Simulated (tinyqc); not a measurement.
Size effects in the resistivity of thin metal films and interconnect lines: one step, computed by the program tinyqc. Command: `OMP_NUM_THREADS=1 python tinyqc.py 3017861 3017862 out.jsonl size walk`. One thread of a shared host (Intel(R) Xeon(R) Processor @ 2.30GHz), about 0.01 s of CPU time with the checks.

Electrons lose their drift at surfaces (a share 1 - p of the hits) and at grain boundaries (reflection R), besides bulk scattering.

Question. Resistivity of the film. Both together (Mayadas-Shatzkes film): rho_b/rho = (rho_b/rho of the grains alone) - (6/(pi kappa))(1 - p) int_0^(pi/2) dphi int_0^1 ds (cos^2 phi/H^2)(s - s^3)(1 - exp(-kappa H/s))/(1 - p exp(-kappa H/s)), H = 1 + alpha/(cos phi sqrt(1 - s^2)), 40 x 80 Gauss-Legendre points. Sheet resistance rho/h; additive estimate rho_b (f_surface + f_grain - 1).

Inputs (values chosen for the exercise, modelled on aluminium): bulk resistivity rho_b = 2.57 microohm cm; specularity p = 0; film thickness h = 12 nm.

Geometry: film.

rho/rho_b from grains = 1.512140

alpha = 0.3624031

kappa = h/lambda = 0.6417112

rho/rho_b from surfaces = 1.720984

Give: resistivity rho; sheet resistance; additive estimate; error of the additive estimate.

Answer.

resistivity rho = 5.658 microohm cm

sheet resistance = 4.715 ohm

additive estimate = 5.739 microohm cm

error of the additive estimate = 1.437 %

Adding the two excesses (Matthiessen's rule) is 1.4 % high.
